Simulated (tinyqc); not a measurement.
Stoner model of a band ferromagnet: one step. The ground state. Two cases, with inputs chosen for the exercise.

Question. Take the lowest of E(0), the stationary points e(n_up) - e(n_down) = I m, and saturation.

Density of states per atom and spin: two humps, D(e) = (M/W) [1 - sp cos(4 pi e/W)]. Levels e -/+ I m/2 for up and down spin, m = n_up - n_down, n_up + n_down = nd. At zero temperature e(N) is the energy below which N states lie, and E(m) = sum over spins of integral e D de - I m^2/4.

Give: m; exchange splitting I m; E - E(0); n_up, n_down.

Case 1.

Values chosen: W = 4 eV (band width, e from -W/2 to W/2); M = 5 (states per atom and spin); nd = 9.5 (electrons per atom); sp = 0.29 (shape parameter); I = 1.3 eV (Stoner parameter).

Answer.

m = 0.500 muB
exchange splitting I m = 0.650 eV
E - E(0) = -19.5 meV

n_up, n_down: [5.000, 4.500]

The moment is saturated (a strong ferromagnet): the majority band is full.

Case 2.

Values chosen: W = 6 eV (band width, e from -W/2 to W/2); M = 5 (states per atom and spin); nd = 9.45 (electrons per atom); sp = 0.59 (shape parameter); I = 1.3 eV (Stoner parameter).

Answer.

m = 0.000 muB
exchange splitting I m = 0.000 eV
E - E(0) = 0.0 meV

n_up, n_down: [4.725, 4.725]

The ground state is not magnetic.

Computed by tinyqc, one run a case: `OMP_NUM_THREADS=1 python tinyqc.py N N+1 out.jsonl` with N = 1650722, 1650968; one thread of a shared Intel(R) Xeon(R) Processor @ 2.30GHz, about 0.3 s a run at most.
